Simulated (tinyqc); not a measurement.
From results back to parameters: effective work function and flat-band voltage of a metal/high-k/SiO2/Si stack with a dipole layer. Two cases, with inputs chosen for the exercise.

Problem. Three stacks with (t1, t2) = (8, 20), (30, 20) and (8, 60) angstrom have the flat-band voltages below. VFB = W0 - (chi + dEF) - 4 pi e2 [Q1 EOT + Q2 x2]/3.9 with x2 = t2 3.9/eps2, EOT = t1 + x2, e2 = e^2/4 pi eps0, 1 cm^-2 = 1e-16 angstrom^-2; W0 is the work function with the dipole step.

Constants: e^2/(4 pi eps0) = 14.39964547 eV angstrom.

Find: Q1; Q2; W0.

Method. The first two stacks differ in t1 alone and give Q1; the first and third give Q1 + Q2; W0 follows from any of them.

Case 1.

Values chosen (out of a larger set: a stack on Si capped with a magnesium-like oxide; not measured data): chi = 4.06 eV (electron affinity of the channel); dEF = 0.571 eV (Ec - EF in the channel); eps = (3.9, 16.1) (their dielectric constants).

VFB (V): -0.1379062  -0.2236492  -0.1671281

Solution.

Q1 = 8.4e+11 e/cm^2
Q2 = -1.9e+11 e/cm^2
W0 = 4.539 eV

Case 2.

Values chosen (out of a larger set: a stack on Si capped with an yttrium-like oxide; not measured data): chi = 4.054 eV (electron affinity of the channel); dEF = 0.203 eV (Ec - EF in the channel); eps = (3.9, 19.4) (their dielectric constants).

VFB (V): -0.3161099  -0.4283925  -0.3198408

Solution.

Q1 = 1.1e+12 e/cm^2
Q2 = -1.0e+12 e/cm^2
W0 = 3.984 eV

Computed by tinyqc, one run a case: `OMP_NUM_THREADS=1 python tinyqc.py N N+1 out.jsonl` with N = 1880912, 1880922; one thread of a shared Intel(R) Xeon(R) Processor @ 2.30GHz, about 0.01 s a run at most.
